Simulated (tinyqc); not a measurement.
## Admittance spectroscopy of a deep trap: admittance against temperature

Schottky contact on an n-type layer with shallow donors Nd (all ionised) and a donor-like deep trap, neutral when filled and positive when empty; depletion approximation. Traps within lam of the depletion edge stay filled. The traps at xt = W - lam, where the level crosses the Fermi level, follow a slow signal and not a fast one. w = 2 pi f.

Emission rate en = sn vth(T) Nc(T) exp(-Et/kB T) = sn g T^2 exp(-Et/kB T), g = vth Nc/(300 K)^2, as vth goes as T^0.5 and Nc as T^1.5 (degeneracy factor 1). lam = sqrt(2 eps0 eps_r (EF - ET)/(q Nd)), EF - ET = Et - (kB T/q) ln(Nc(T)/Nd), Nc(T) = Nc (T/300 K)^1.5. In the steady state at the band bending V, 2 eps0 eps_r V/q = Nd W^2 + Nt (W - lam)^2 (the second term only if W > lam). V = Vbi + Vr. C_HF = eps0 eps_r/W, C_LF = eps0 eps_r (Nd + Nt)/(Nd W + Nt xt). Inflection frequency w0 = 2 en [1 + Nt xt/(Nd W)]; C = C_HF + (C_LF - C_HF)/(1 + (w/w0)^2), G/w = (C_LF - C_HF)(w/w0)/(1 + (w/w0)^2).

Values chosen for this exercise; material values close to those of silicon:
- eps_r = 11.8 (relative permittivity)
- Nc = 2.78e19 cm^-3 (conduction-band density of states at 300 K)
- vth = 2.3e7 cm/s (thermal velocity at 300 K)
- Nd = 1.6e15 cm^-3 (shallow donor density)
- Vbi = 0.64 V (built-in voltage)
- Et = 0.33 eV (depth of the trap below the conduction edge)
- sn = 3.8e-15 cm^2 (capture cross-section)
- Nt = 8.6e14 cm^-3 (trap density)
- Vr = 0 V (reverse bias)
- f = 1500 Hz (signal frequency)

Constants: q = 1.602176634e-19 C, kB = 1.380649e-23 J/K, eps0 = 8.8541878128e-14 F/cm where lengths are in cm. Results are converted to the units shown.

Results:
```
T (K)  w0/(2 pi) (Hz)  C (nF/cm^2)  G/w (nF/cm^2)
163             17.44        15.10        0.04578
171             57.84        15.13         0.1489
179             173.1        15.21         0.4325
187             473.9        15.53          1.070
195              1199        16.64          1.780
203              2830        18.05          1.478
211              6281        18.60         0.7895
219           1.319e4        18.70         0.3832
235           5.046e4        18.66        0.09648
243           9.273e4        18.62        0.05113
```

Estimate the missing row, T = 227 K.

Computed row:
```
T (K)  w0/(2 pi) (Hz)  C (nF/cm^2)  G/w (nF/cm^2)
227           2.638e4        18.69         0.1889
```

With this row back in the table: G/w goes from 0.0458 through a maximum of 1.78 (at T = 195 K among the rows listed) to 0.0511 nF/cm^2, where w0 passes the signal: w0/(2 pi) rises from 17.4 to 92700 Hz. C goes from 15.1 through a maximum of 18.7 (at T = 219 K among the rows listed) to 18.6 nF/cm^2.

Numbers from tinyqc (`OMP_NUM_THREADS=1 python tinyqc.py 2050036 2050037 out.jsonl`; about 0.01 s on one thread of a shared Intel Xeon 2.30GHz).
